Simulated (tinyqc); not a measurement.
Parabolic quantum dot in a magnetic field (Fock-Darwin), step by step. Values are carried at full precision from step to step, so a last printed digit may differ when a step is redone from the rounded ones.

Two dimensions, V = m w0^2 r^2/2, one valley. hbar wc = 2 muB B/m, W = sqrt(w0^2 + wc^2/4), E(n, l, s) = (2n + |l| + 1) hbar W - l hbar wc/2 + s gs muB B, n = 0, 1, ..., l = 0, +/-1, ..., s = +/-1/2; length lam = sqrt(2c/(m hbar W)), c = hbar^2/2m0.

Constants: muB = 5.788381798e-05 eV/T; hbar^2/2m0 = 3.80998211 eV angstrom^2; e^2/(4 pi eps0) = 14.39964547 eV angstrom.

Parameters, chosen for this exercise (near those of a gate-defined dot in InAs; shifted at random, so the results belong to these values and not to a real crystal):
```
symbol  value  unit  meaning
m       0.029  m0    mass
gs      -7.86        g factor
w0      4      meV   confinement energy hbar w0
B       0.27   T     magnetic field
Ec      2.8    meV   charging energy e^2/C
eps     14.8         dielectric constant
```

## Energy and length scales

Give hbar wc, hbar W, the two mode energies hbar W +/- hbar wc/2, the Zeeman energy |gs| muB B and lam.

hbar wc = 1.0778 meV
hbar W = 4.0361 meV

modes (meV): 4.5751  3.4972

Zeeman energy = 0.1228 meV
lam = 255.1 angstrom

The product of the modes is w0^2 = 16.00 meV^2 at any field. These two lines are all that far-infrared light sees, whatever the number of electrons (Kohn theorem).

## Orbital levels

The eight lowest (n, l) from E = (2n + |l| + 1) W - l wc/2.

Levels:
```
(n,l)   E (meV)
(0,0)     4.036
(0,1)     7.533
(0,-1)    8.611
(0,2)    11.031
(1,0)    12.108
(0,-2)   13.186
(0,3)    14.528
(1,1)    15.606
```

## Addition spectrum

Constant interaction: mu(N) = E_N + (N - 1/2) Ec with the spin-resolved levels filled in order; the addition energy is mu(N + 1) - mu(N).

Filling:
```
N   state added  E_N (meV)  mu(N) (meV)  addition energy (meV)
1        (0,0)+      3.975        5.375                  2.923
2        (0,0)-      4.098        8.298                  6.174
3        (0,1)+      7.472       14.472                  2.923
4        (0,1)-      7.595       17.395                  3.755
5       (0,-1)+      8.550       21.150                  2.923
6       (0,-1)-      8.673       24.073                  5.097
7        (0,2)+     10.969       29.169                  2.923
8        (0,2)-     11.092       32.092                  3.755
9        (1,0)+     12.047       35.847                  2.923
10       (1,0)-     12.170       38.770                  3.755
```

The largest addition energy falls at N = 2; at zero field it peaks at the closed shells 2, 6 and 12. Exchange, which the model lacks, would favour parallel spins near level crossings. Ec is an independent input that includes screening by the gates.

## Singlet and triplet of two electrons

Two electrons, first order in the Coulomb energy: the singlet (0,0)^2 has 2W + J0 and the lowest triplet (0,0)(0,1) has 3W - wc/2 + J0/2 - Ez, with J0 = sqrt(pi/2) q/(eps lam), q = e^2/(4 pi eps0), Ez = |gs| muB B.

Give J0, the triplet less the singlet, and J0/W.

J0 = 4.779 meV
E(T) - E(S) = 0.985 meV
J0/W = 1.18

The singlet is lower at this order. J0 exceeds W, so first order overstates the interaction and the result is only a guide.

## The same without perturbation theory

Exact treatment: the centre of mass separates with energy W, and the relative motion obeys [-(2c/m) Laplacian + (2c/m) r^2/(2 lam^2)^2 + q/(eps r)] psi = e_l psi for angular number l, solved in 14 Gaussians r^l exp(-a r^2), a = 1.7^i/(4 lam^2), i = -3 to 10. E(S) = W + e_0, E(T) = W + e_1 - wc/2 - Ez.

Solve for e_0 and e_1.

e_0, e_1 (meV): 7.89  10.35

first-order values W + J0 and 2W + J0/2 (meV): 8.82  10.46

E(T) - E(S), exact = 1.80 meV

First order overshoots e_0 by 0.93 meV and e_1 by only 0.11 meV, since the singlet gains more by keeping the electrons apart; it therefore favours the triplet by 0.82 meV too much. Of these two the singlet is lower, as first order says.

## Checks

- e_0 at W = 2 Ry m/eps^2, where it is exactly 2W, as a ratio e_0/W: both 2.000.
- Level (0,1) from the radial equation by finite differences against the formula, meV: both 7.53.

tinyqc: `OMP_NUM_THREADS=1 python tinyqc.py 1252757 1252758 out.jsonl`; about 0.08 s, one thread, shared Intel(R) Xeon(R) Processor @ 2.30GHz.
